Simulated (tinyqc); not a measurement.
Ion-assisted plasma etching: sheath, surface coverage, synergy and aspect-ratio dependence: one step, computed by the program tinyqc.

Radicals adsorb on bare sites; ions remove covered sites with a high yield and bare sites by sputtering; a slow spontaneous reaction acts everywhere, walls included.

Problem. Yields. Yields: Y = b (sqrt(E) - sqrt(E_th)) on covered sites, Y_p = b_p (sqrt(E) - sqrt(E_p)) on bare ones (zero below threshold).

Inputs (values chosen for the exercise, close to those used for silicon in a halogen plasma):
```
quantity               value       unit
yield slope b           0.31  eV^(-1/2)
threshold E_th            29         eV
sputter slope b_p      0.029  eV^(-1/2)
sputter threshold E_p     33         eV
```

Feature: round hole.

ion energy E = 172.45 eV

Give: yield Y; sputter yield Y_p.

Solution.

yield Y = 2.402

sputter yield Y_p = 0.2142

Caution: a sheath of several millimetres is collisional at usual pressures, which lowers the ion energy and widens the angles.
